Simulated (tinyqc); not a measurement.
# Quantum limit of the contact resistance of a three-dimensional channel, step by step

Computed by the program tinyqc: `OMP_NUM_THREADS=1 python tinyqc.py 2760129 2760130 out.jsonl`, one thread of a shared Intel Xeon 2.30GHz, about 0.02 s for the whole run. Printed values are rounded.

Parabolic band with gv valleys, C = hbar^2/(2 m0), eta = (EF - Ec)/(kB T). Landauer picture: each mode conducts 2 q^2/h, and the contacts and the channel add incoherently in series, 1/Tt - 1 = 2 (1/tc - 1) + L/lam for the total transmission Tt.

Inputs (values chosen for the exercise): temperature T = 300 K; mass m = 0.28 m0; valleys gv = 2; carrier density n = 1.1e19 cm^-3; transmission of each contact tc = 0.31; back-scattering length of the channel lam = 22 nm; channel length L = 110 nm.

Constants: q = 1.602176634e-19 C, kB = 1.380649e-23 J/K, hbar = 1.054571817e-34 J s, h = 6.62607015e-34 J s, m0 = 9.1093837015e-31 kg, Vt = kB T/q, hbar^2/(2 m0) = 0.0380998212 eV nm^2. Results are converted to the units shown.

## Fermi level and modes

n = N F12(eta), N = 2 gv (m kB T/(4 pi C))^1.5, F12(x) = (2/sqrt(pi)) int_0^infinity sqrt(u)/(1 + exp(u - x)) du; modes per area M = gv m kB T ln(1 + exp(eta))/(4 pi C); at zero temperature M0 = gv kF^2/(4 pi), kF = (3 pi^2 n/gv)^(1/3). kB T in eV.

N = 7.43599e18 cm^-3
eta = 0.904199
M = 3.76200e12 cm^-2
M0 = 4.74616e12 cm^-2

The zero-temperature count is 26 % above the thermal one.

## Resistances

RQ = (h/2q^2)/M for the whole device, R = RQ/Tt; the part of one contact is Rc = RQ (1/tc - 1/2) and the channel adds RQ L/lam.

RQ = 3.43073e-9 ohm cm^2
Rc = 9.35150e-9 ohm cm^2
channel = 1.71536e-8 ohm cm^2
R = 3.58566e-8 ohm cm^2
Tt = 0.0956790

The two contacts make up 52.2 % of R.
